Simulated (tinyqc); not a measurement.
# Front-illuminated p-i-n photodiode, quantum efficiency and bandwidth, step by step

Numbers from tinyqc (`OMP_NUM_THREADS=1 python tinyqc.py 2250010 2250011 out.jsonl`; about 0.01 s on one thread of a shared Intel Xeon 2.30GHz). Printed values are rounded.

Light enters through a p layer (0 to xp), a depleted layer (xp to xp + wi) and a thick n substrate, decaying as exp(-al x); one pass, no back reflection. Carriers made in the depleted layer are all collected; those in the neutral layers diffuse.

Inputs (values chosen for the exercise); values close to those of 4H silicon carbide at this wavelength:

| symbol | value | unit | meaning |
|---|---|---|---|
| lam | 280 | nm | wavelength |
| al | 15000 | 1/cm | absorption coefficient |
| Rf | 0.05 |  | reflectance of the front face |
| eps_r | 9.86 |  | relative permittivity |
| xp | 0.059 | um | thickness of the front p layer |
| wi | 1.9 | um | thickness of the depleted layer |
| Dn | 6.8 | cm^2/s | electron diffusion coefficient in the p layer |
| Ln | 3 | um | electron diffusion length in the p layer |
| S | 600 | cm/s | recombination velocity of the front surface |
| Lp | 82 | um | hole diffusion length in the thick n substrate |
| ve | 1.94e7 | cm/s | electron drift velocity |
| vh | 1.41e7 | cm/s | hole drift velocity |
| dia | 17 | um | diameter |
| RL | 50 | ohm | load resistance |
| Cp | 7 | fF | parasitic capacitance |
| f | 45 | GHz | modulation frequency |

Constants: q = 1.602176634e-19 C, h = 6.62607015e-34 J s, c = 299792458 m/s, eps0 = 8.8541878128e-14 F/cm where lengths are in cm. Results are converted to the units shown.

## Quantum efficiency

k = al Ln, s = S Ln/Dn, e = exp(-al xp); front layer f1 = (k/(k^2 - 1)) {[s + k - e (s cosh(xp/Ln) + sinh(xp/Ln))]/[s sinh(xp/Ln) + cosh(xp/Ln)] - k e}; depleted layer f2 = e (1 - exp(-al wi)); substrate f3 = e exp(-al wi) al Lp/(1 + al Lp); external efficiency (1 - Rf)(f1 + f2 + f3); responsivity = efficiency q lam/(h c).

s = 0.02647059
f1 = 0.08466350
f2 = 0.8623580
f3 = 0.05251811
external efficiency = 0.9495627
responsivity = 0.2144447 A/W

The front layer absorbs 8.47 % of the light that enters and collects 100 % of that. Diffusion from the neutral layers makes up 13.7 % of the current.

## Response at one frequency

Drift response for pairs made in the depleted layer, a = al wi, g = 1 - exp(-a), u = 2 pi i f, te = wi/ve, th = wi/vh: electrons He = [g - a (exp(-a) - exp(-u te))/(u te - a)]/(u te g), holes Hh = [g - a (1 - exp(-a - u th))/(a + u th)]/(u th g); C = eps0 eps_r pi (dia/2)^2/wi + Cp; total |He + Hh|/sqrt(1 + (2 pi f RL C)^2), for the current of the depleted layer alone.

te = 9.793814 ps
th = 13.47518 ps
He = 0.2612629-0.4864597i
Hh = 0.1432686-0.1627675i
|He + Hh| = 0.7649456
C = 17.42941 fF
total response = 0.7427306

The drift response alone falls to 1/sqrt(2) at 51.0 GHz and the RC term alone at 183 GHz; together they give 48.5 GHz.
